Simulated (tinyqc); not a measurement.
Biaxially strained (001) channel, valley splitting in an inversion layer: one step of the calculation.

A thin layer grown on a relaxed buffer is stretched in the plane. The two valleys with their long axis along the growth direction (D2) sink against the four in-plane ones (D4); confinement in a triangular well splits them too. Only the lowest subband of each set is kept; one relaxation time, so the weakening of intervalley scattering is left out.

Problem. Share of the light valleys and conductivity mass. EF solves Ns = N2 ln(1 + exp((EF - E2)/Vt)) + N4 ln(1 + exp((EF - E4)/Vt)); f2 is the share in D2, and 1/mc = f2/mt + (1 - f2)(1/mt + 1/ml)/2.

Inputs (values chosen for the exercise); values close to those of silicon on relaxed silicon-germanium: temperature T = 400 K; longitudinal mass ml = 0.903 m0; transverse mass mt = 0.186 m0; inversion density Ns = 2.5e12 cm^-2.

Constants: q = 1.602176634e-19 C, kB = 1.380649e-23 J/K, Vt = kB T/q. Results are converted to the units shown.

EF = 0.12018935 eV
E2 = 0.14087427 eV
N2 = 5.3564002e12 cm^-2

Give: f2; mc.

Solution.

f2 = 0.93727
mc = 0.19075 m0

Numbers from tinyqc (`OMP_NUM_THREADS=1 python tinyqc.py 2530109 2530110 out.jsonl`; about 0.01 s on one thread of a shared Intel Xeon 2.30GHz).
